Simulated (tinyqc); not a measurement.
Where the wafer is too thin: surface photovoltage measurement of the minority-carrier diffusion length in a wafer. Computed by tinyqc, a small Python program. Command: `OMP_NUM_THREADS=1 python tinyqc.py 3130582 3130583 out.jsonl spv walk`. One thread of a shared host (Intel(R) Xeon(R) Processor @ 2.30GHz), about 0.01 s of CPU time with the checks.

Low injection, steady light, a depletion layer much thinner than 1/alpha and L. The excess density dn is taken at the front edge of the neutral region; light that reaches the back is lost.

Inputs (values chosen for the exercise, modelled on p-type silicon at room temperature): wafer thickness W = 625 micrometre; diffusivity D = 24.8 cm^2/s; front recombination velocity S_f = 320 cm/s; back recombination velocity S_b = 84000 cm/s; photon flux entering = 2.3e+13 1/(cm^2 s).

Method:
- alpha = (84.732/lambda - 76.417)^2 per cm with lambda in micrometre (an empirical fit for silicon between 0.7 and 1.05 micrometre).
- Thick wafer: dn = Phi L/((S_f + D/L)(L + 1/alpha)). Finite wafer, with s = S_b L/D, w = W/L, a = alpha L: dn = [Phi a/(a^2 - 1)] [a - B - exp(-alpha W)(a - s)/(cosh w + s sinh w)]/(S_f + B D/L), B = (sinh w + s cosh w)/(cosh w + s sinh w).
- Readings y = (Phi/dn) (1 + noise x g) at 780, 830, 880, 920, 950, 975 and 995 nm; a least-squares line y = c (1/alpha + L_app) gives L_app = intercept/slope.
- No noise; L is varied at fixed W, and the last two columns set S_b to 0 and to 1e7 cm/s.

Apparent length (micrometre):
```
L          W/L  given S_b  S_b = 0  S_b = 1e7
31.2    20.032      31.20     31.2      31.20
62.5    10.000      62.50     62.5      62.50
125.0    5.000     124.86    125.1     124.85
188.0    3.324     185.77    190.0     185.71
312.0    2.003     285.99    338.1     285.54
500.0    1.250     377.35    647.2     376.13
812.0    0.770     440.24   1396.4     438.23
1310.0   0.477     471.42   3034.8     468.94
2500.0   0.250     487.40   7352.9     484.66
```

What does the comparison show, and why?

With a fast back surface L_app levels off, at 485 micrometre in the last row; with a passive one it reaches up to 2.94 times L among these rows and is 7350 in the last. All three columns are within 5 % of L down to W/L = 3.3.

Extremes, crossings and ranges named in words are read from the listed rows.
